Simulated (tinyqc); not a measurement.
Approach to the steady line: permeation of metal atoms or ions through a thin barrier or dielectric: time lag, field-aided drift and lifetime. Computed by tinyqc, a small Python program. Command: `OMP_NUM_THREADS=1 python tinyqc.py 3021845 3021846 out.jsonl barrier walk`. One thread of a shared host (Intel(R) Xeon(R) Processor @ 2.30GHz), about 0.01 s of CPU time with the checks.

The film 0 < x < d is empty at first; C = C0 at x = 0 and C = 0 at x = d. dC/dt = D d2C/dx2 - v dC/dx with drift v = D z e V/(k_B T d) (uniform field, no space charge).

Inputs (values chosen for the exercise, for a model case: singly charged ions through a dielectric):
```
quantity                                   value    unit
thickness d                                   85      nm
prefactor D0                             2.4e-09  cm^2/s
activation energy E                        0.789      eV
concentration at the source side C0      4.5e+13  1/cm^3
charge number z                                1       -
voltage V (positive drives ions across)    0.063       V
test temperature T                           275       C
```

Constants: k_B = 8.617333262e-05 eV/K.

Method:
- D = D0 exp(-E/(k_B T)); time scale d^2/D; Peclet number P = z V/(k_B T), k_B T in eV; 1 nm = 1e-7 cm.
- Temperatures in kelvin are T(C) + 273.15.
- Steady flux J = (D C0/d) P/(1 - exp(-P)); time lag in units of d^2/D: s_L = [P (1 + exp(-P))/(1 - exp(-P)) - 2]/P^2 (P = 0: J = D C0/d, s_L = 1/6).
- Dose through the film Q(s) = C0 d {f (s - s_L) - 2 exp(P/2) sum_(n=1..200) (-1)^n n^2 pi^2 exp(-l_n s)/l_n^2}, l_n = n^2 pi^2 + P^2/4, f = P/(1 - exp(-P)) the relative flux.
- Short-time form for P = 0: Q/(C0 d) = 4 sqrt(s) ierfc(1/(2 sqrt(s))), ierfc(y) = exp(-y^2)/sqrt(pi) - y erfc(y).

Peclet number P = 1.33373

flux relative to D C0/d = 1.81089

time lag s_L = 0.161926

Q/(C0 d):
```
s         series  steady line f (s - s_L)  series without field  short-time form, no field
0.03  9.3294e-06                  -0.2389            4.8419e-06                 4.8419e-06
0.05  5.1604e-04                  -0.2027            2.6934e-04                 2.6934e-04
0.08  6.1011e-03                  -0.1484            3.2066e-03                 3.2066e-03
0.12  2.8118e-02                  -0.0759            1.4887e-02                 1.4887e-02
0.20  1.1485e-01                   0.0689            6.1464e-02                 6.1463e-02
0.30  2.6641e-01                   0.2500            1.4382e-01                 1.4379e-01
0.50  6.1429e-01                   0.6122            3.3479e-01                 3.3326e-01
0.80  1.1556e+00                   1.1555            6.3341e-01                 6.1838e-01
1.20  1.8798e+00                   1.8798            1.0333e+00                 9.7002e-01
```

What follows from these numbers?

The dose lies above the steady line at all times and, among these rows, is within 1 % of it from s = 0.5 on (the lag is s_L = 0.162); for a known P the intercept of that line gives D and its slope D C0. The field changes the dose by a factor 1.93 in the first row and 1.82 in the last; at short times the factor tends to exp(P/2) = 1.95.
